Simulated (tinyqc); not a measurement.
FinFET, parasitic resistance, capacitance and delay: one step of the calculation.

Nf fins under one contact; each has gated perimeter p = 2 Hf + Wf and cross-section A = Hf Wf; contact width Wc = Nf pf, stack height Hs = Hf. Contact length Lc = CPP - Lg - 2 Lsp, shared by two neighbouring gates. Source and drain sides are equal. The formulas are first-order estimates, not field solutions.

Problem. Capacitances. With N fins: gate Cg = Cinv p N Lg; per side, plate Cp = ks eps0 [Wc (Hs + Hc) - N A]/Lsp, top fringe Cf = (2/pi) ks eps0 Wc ln(1 + Lg/(2 Lsp)), overlap Co = Cinv p N Lov. Cs = Cp + Cf + Co. An inverter of two such devices driving an equal one has the load CL = 2 (Cg + 2 Cs) + 4 Cs + Cw (its own drains counted twice for the Miller effect).

Inputs (values chosen for the exercise); values close to those of silicon logic devices:
- Nf = 2 (number of fins)
- Hf = 50 nm (fin height)
- Wf = 7 nm (fin width)
- pf = 27 nm (fin pitch)
- Lg = 18 nm (gate length)
- Lsp = 6 nm (spacer length)
- ks = 4.5 (relative permittivity of the spacer)
- Hc = 30 nm (gate height above the channel stack)
- Lov = 1.5 nm (gate overlap)
- Cinv = 2.8 uF/cm^2 (inversion capacitance)
- Cw = 0.28 fF (wire load)

Constants: eps0 = 8.8541878128e-12 F/m. Results are converted to the units shown.

Give: Cg; Cp; Cf; Co; CL.

Solution.

Cg = 107.86 aF
Cp = 24.039 aF
Cf = 1.2551 aF
Co = 8.9880 aF
CL = 769.97 aF

The channel capacitance gives 28.0 % of CL, the parasitic parts 35.6 % and the wire 36.4 %.

Program tinyqc, `OMP_NUM_THREADS=1 python tinyqc.py 2170079 2170080 out.jsonl`; Intel Xeon 2.30GHz, shared host, one thread, about 0.03 s.
